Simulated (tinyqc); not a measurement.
Worked calculation: Brillouin zone and empty-lattice bands of the diamond structure. Values are carried at full precision from step to step, so a last printed digit may differ when a step is redone from the rounded ones.

Primitive vectors a1 = a (0,1/2,1/2), a2 = a (1/2,0,1/2), a3 = a (1/2,1/2,0); atoms at 0 and (a1 + a2 + a3)/4. Reciprocal vectors obey a_i.b_j = 2 pi delta_ij; k is given in units of 2 pi/a. Empty-lattice levels are c0 (2 pi/a)^2 |k + G|^2, c0 = hbar^2/2m0. Points: X = (1, 0, 0), L = (0.5, 0.5, 0.5), K = (0.75, 0.75, 0), W = (1, 0.5, 0), U = (1, 0.25, 0.25).

Constants: hbar^2/2m0 = 3.80998211 eV angstrom^2; a0 (Bohr radius) = 0.5291772105 angstrom.

Parameters, chosen for this exercise (out of a larger set: lattice near that of Ge; not measured data):

| symbol | value | unit | meaning |
|---|---|---|---|
| a | 5.637 | angstrom | lattice constant |
| Z | 4 |  | free electrons per atom |
| V1 | 0.1 | eV | atomic form factor on the shell that bounds the zone |

## Reciprocal lattice

Give b1, b2, b3, the cell volume, the zone volume (2 pi)^3/V and the energy unit c0 (2 pi/a)^2.

b1, b2, b3 as rows (2 pi/a):
```
         1        2        3
1  -1.0000   1.0000   1.0000
2   1.0000  -1.0000   1.0000
3   1.0000   1.0000  -1.0000
```

cell volume = 44.780 angstrom^3
zone volume = 5.5393 1/angstrom^3
energy unit = 4.7335 eV

## Shells of G and Bragg planes

List the first six shells of G with their number, the structure factor |sum over atoms of exp(i G.tau)|/(atoms per cell), and the distance |G|/2 of the Bragg plane from Gamma.

Shells:

| \|G\|^2 ((2 pi/a)^2) | number | structure factor | \|G\|/2 (2 pi/a) |
|---|---|---|---|
| 3.0000 | 8 | 0.7071 | 0.8660 |
| 4.0000 | 6 | 0.0000 | 1.0000 |
| 8.0000 | 12 | 1.0000 | 1.4142 |
| 11.0000 | 24 | 0.7071 | 1.6583 |
| 12.0000 | 8 | 0.0000 | 1.7321 |
| 16.0000 | 6 | 1.0000 | 2.0000 |

The structure factor vanishes at |G|^2 = 4.000 and 12.000: no first-order gap opens on those planes.

## The free-electron sphere

n = 2 Z/V, kF = (3 pi^2 n)^(1/3), EF = c0 kF^2, rs = (3/(4 pi n))^(1/3)/a0; compare kF with |k| of the points on the zone surface.

n = 0.17865 1/angstrom^3
kF = 1.5632 2 pi/a
EF = 11.567 eV
rs = 2.081

Points:

| point | \|k\| (2 pi/a) | kF/\|k\| | lowest level (eV) | levels below EF |
|---|---|---|---|---|
| X | 1.0000 | 1.563 | 4.734 | 6 |
| L | 0.8660 | 1.805 | 3.550 | 2 |
| K | 1.0607 | 1.474 | 5.325 | 5 |
| W | 1.1180 | 1.398 | 5.917 | 4 |
| U | 1.0607 | 1.474 | 5.325 | 5 |

The sphere encloses the whole first zone, so band 1 is full and the Fermi surface lies in higher bands. In the real crystal large gaps on the faces of the Jones zone remove the Fermi surface.

## Empty-lattice levels at Gamma, W and L

Give the five lowest values of |k + G|^2 with their degeneracy (spin not counted).

Levels:

| point | \|k + G\|^2 | degeneracy | E (eV) |
|---|---|---|---|
| Gamma | 0.0000 | 1 | 0.000 |
| Gamma | 3.0000 | 8 | 14.201 |
| Gamma | 4.0000 | 6 | 18.934 |
| Gamma | 8.0000 | 12 | 37.868 |
| Gamma | 11.0000 | 24 | 52.069 |
| W | 1.2500 | 4 | 5.917 |
| W | 3.2500 | 4 | 15.384 |
| W | 5.2500 | 8 | 24.851 |
| W | 7.2500 | 12 | 34.318 |
| W | 9.2500 | 4 | 43.785 |
| L | 0.7500 | 2 | 3.550 |
| L | 2.7500 | 6 | 13.017 |
| L | 4.7500 | 6 | 22.484 |
| L | 6.7500 | 8 | 31.951 |
| L | 8.7500 | 12 | 41.419 |

The lowest level is 4-fold at W and 2-fold at L: as many zones meet there, and these are the lowest sets at these points on which a weak potential acts. In the diamond structure the levels at X and W stay paired: the structure factor of (200) vanishes and the glide symmetry keeps the pairing.

## The gap at L

At L two waves k and k - G with G = 2k are degenerate at E0. With V = |V1| x structure factor of G the levels are E0 -/+ V, and the masses normal to the face are 1/(1 -/+ 2 E0/V).

structure factor = 0.7071
E0 = 3.550 eV

levels (eV): 3.479  3.621

masses normal to the face, lower and upper (m0): -0.0101  0.0099

EF of the free sphere, 11.57 eV, lies above the gap: the upper band holds electrons here (EF = c0 (3 pi^2 n)^(2/3) for 8 electrons a cell; its shift by the potential is neglected). In a diamond crystal this gap parts the first two valence bands; it is not the semiconductor gap.

## Checks

- a_i.b_j/(2 pi) against the unit matrix: they agree to 1e-10 or better.

Computed by tinyqc, a small Python program: `OMP_NUM_THREADS=1 python tinyqc.py 1880810 1880811 out.jsonl` (the numbers bound the seed that draws the inputs); one thread of a shared host (Intel(R) Xeon(R) Processor @ 2.30GHz), about 0.01 s for the whole set of steps.
